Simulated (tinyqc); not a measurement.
# Planar metal-insulator-metal capacitor: capacitance, non-linearity, leakage and relaxation: effects of single changes

A film between two metal electrodes, each interface adding a series capacitance ci. The small-signal permittivity is ek (1 + aq E^2); the field is found with the linear permittivity. Leakage J = J0 sinh(E/Ef). After a voltage step the film passes a relaxation current kr C V tt^(-nr), tt being the time in seconds.

Inputs (values chosen for the exercise); permittivity of the order of that of zirconium oxide: relative permittivity of the film ek = 31.7; film thickness t = 13 nm; capacitance of each electrode interface (dead layer and screening) ci = 260 uF/cm^2; quadratic field coefficient of the permittivity aq = 0.017 cm^2/MV^2; bias V = 0.9 V; exponent of the relaxation current nr = 0.989; strength of the relaxation kr = 0.0013; leakage prefactor J0 = 3.2e-11 A/cm^2; field for an e-fold rise of the leakage Ef = 0.34 MV/cm; duration of the write pulse t0 = 1e-7 s.

Constants: eps0 = 8.8541878128e-14 F/cm where lengths are in cm. Results are converted to the units shown.

Each table varies one quantity; the others keep the values above.

## Capacitance, non-linearity and leakage against thickness

Planar film: Cf = eps0 ek/t, 1/C = 1/Cf + 2/ci, EOT = 3.9 eps0/C, effective permittivity C t/eps0, E = (V/t) C/Cf; quadratic coefficient [C(V)/C - 1]/V^2 with Cf (1 + aq E^2) in C(V).

Capacitance, non-linearity and leakage against thickness:
```
t (nm)	C (uF/cm^2)	EOT (nm)	effective permittivity	E (MV/cm)	quadratic coefficient (ppm/V^2)	J (A/cm^2)
2.5	10.335	0.33413	29.180	3.3138	2.0905e5	2.7351e-7
3.7	7.1676	0.48177	29.952	2.2983	1.0423e5	1.3799e-8
5.5	4.9105	0.70322	30.503	1.5746	49988	1.6418e-9
8.2	3.3351	1.0354	30.887	1.0694	23375	3.7094e-10
12	2.2976	1.5029	31.140	0.73674	11189	1.3787e-10
18	1.5408	2.2411	31.324	0.49407	5062.3	6.4684e-11
27	1.0313	3.3483	31.449	0.33069	2276.9	3.6268e-11
40	0.69793	4.9477	31.530	0.22379	1045.5	2.2617e-11
60	0.46612	7.4083	31.586	0.14946	467.16	1.4524e-11
```

C falls from 10.3 to 0.466 uF/cm^2 while the effective permittivity goes from 29.2 to 31.6 (ek = 31.7). EOT is a straight line in t with slope 3.9/ek = 0.123 and intercept 0.0266 nm. The quadratic coefficient goes as t^(-1.78) between the first two rows and t^(-1.99) between the last two (-2 without interfaces), and J falls by 4.27 decades. For t = 2.5, 3.7 direct tunnelling, left out, would add to the leakage.

## Charge lost after writing

Planar film: Cf = eps0 ek/t, 1/C = 1/Cf + 2/ci, EOT = 3.9 eps0/C, effective permittivity C t/eps0, E = (V/t) C/Cf. A capacitor written for t0 and then left open loses, as a share of C V, kr (tt^(1 - nr) - t0^(1 - nr))/(1 - nr) by relaxation and J tt/(C V) by leakage; both are taken as small, and rows far outside that range are left out.

The same in every row: leakage current (nA/cm^2) = 0.11641.

Charge lost after writing:
```
tt (s)	relaxation current (nA/cm^2)	loss by relaxation (%)	loss by leakage (%)	total loss (%)
1e-6	2.1345e6	0.25390	6.0904e-9	0.25390
1e-5	2.1893e5	0.51432	6.0904e-8	0.51432
0.0001	22454	0.78142	6.0904e-7	0.78142
0.001	2303.0	1.0554	6.0904e-6	1.0554
0.01	236.21	1.3363	6.0904e-5	1.3364
0.1	24.227	1.6245	6.0904e-4	1.6251
1	2.4848	1.9201	0.0060904	1.9262
10	0.25486	2.2233	0.060904	2.2842
100	0.026139	2.5342	0.60904	3.1432
1000	0.0026810	2.8531	6.0904	8.9436
```

What does the table show?

The two currents are equal at tt = 22.1 s. The loss by relaxation grows from 0.254 to 2.85 %, by 0.260 points over the first decade and 0.319 over the last, while the loss by leakage grows tenfold a decade. Leakage is the larger loss for tt = 1000 s. For tt = 1000 the falling voltage would already cut the leakage, so the linear estimate overstates the loss.

tinyqc, about 0.01 s, one thread, Intel Xeon 2.30GHz (shared host): `OMP_NUM_THREADS=1 python tinyqc.py 2102083 2102084 out.jsonl`
